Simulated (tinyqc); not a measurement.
# Interface traps from C-V curves, high-low and Terman methods: effect of the oxide thickness on the signal

MOS capacitor on an n-type substrate; psi is the band bending, negative in depletion; only majority carriers are counted. At the bending psi the Fermi level lies y = xi - psi below the conduction edge at the surface, xi = Vt ln(Nc/Nd). Dit(y) = D0 + D1 exp(-y/E1); traps fill up to the Fermi level, follow the bias and a slow signal, and do not follow a fast one. V is the gate voltage from flat band.

Cox = 3.9 eps0/EOT, LD = sqrt(eps0 eps_r Vt/(q Nd)), u = psi/Vt, Cd = (eps0 eps_r/(sqrt(2) LD)) |exp(u) - 1|/sqrt(exp(u) - u - 1). Ideal V0 = psi - sqrt(2) (eps0 eps_r Vt/LD) sqrt(exp(u) - u - 1)/Cox for psi < 0; the traps add dV = (q/Cox) times the integral of Dit from 0 to psi = (q/Cox) [D0 psi + D1 E1 exp(-xi/E1) (exp(psi/E1) - 1)]. 1/C_HF = 1/Cox + 1/Cd, 1/C_LF = 1/Cox + 1/(Cd + q Dit). All at psi = -0.143 V.

Inputs (values chosen for the exercise); band and dielectric values close to those of In0.53Ga0.47As:
- T = 300 K (temperature)
- eps_r = 13.8 (relative permittivity)
- Nc = 2.1e17 cm^-3 (conduction-band density of states at T)
- Nd = 5.3e15 cm^-3 (donor density)
- D0 = 1.9e11 cm^-2 eV^-1 (trap density far from the band edge)
- D1 = 2.1e12 cm^-2 eV^-1 (band-tail density at the conduction edge)
- E1 = 0.16 eV (decay energy of the tail)

Constants: q = 1.602176634e-19 C, kB = 1.380649e-23 J/K, Vt = kB T/q, eps0 = 8.8541878128e-14 F/cm where lengths are in cm. Results are converted to the units shown.

Results:
```
EOT (nm)	dV (mV)	C_HF (nF/cm^2)	C_LF (nF/cm^2)	(C_LF - C_HF)/Cox (%)
1.4	-8.8815	64.521	161.36	3.9262
2.5	-15.860	63.221	153.47	6.5340
8	-50.752	57.438	123.33	15.265
14	-88.815	52.226	101.56	20.003
26	-164.94	44.203	75.068	23.239
46	-291.82	35.193	52.320	22.815
```

Estimate the missing row, EOT = 4.4 nm.

Computed row:
```
EOT (nm)	dV (mV)	C_HF (nF/cm^2)	C_LF (nF/cm^2)	(C_LF - C_HF)/Cox (%)
4.4	-27.913	61.096	141.52	10.248
```

With this row back in the table: The stretch-out grows in proportion to the EOT, from -8.88 to -292 mV, so thin oxides leave Terman's method little to read; the high-low gap goes from 3.93 through a maximum of 23.2 (at EOT = 26 nm among the rows listed) to 22.8 % of Cox.

Range of the model: In a narrow-gap semiconductor minority carriers respond as well once the bending nears the inversion point; they are left out.

Numbers from tinyqc (`OMP_NUM_THREADS=1 python tinyqc.py 2030143 2030144 out.jsonl`; about 0.01 s on one thread of a shared Intel Xeon 2.30GHz).
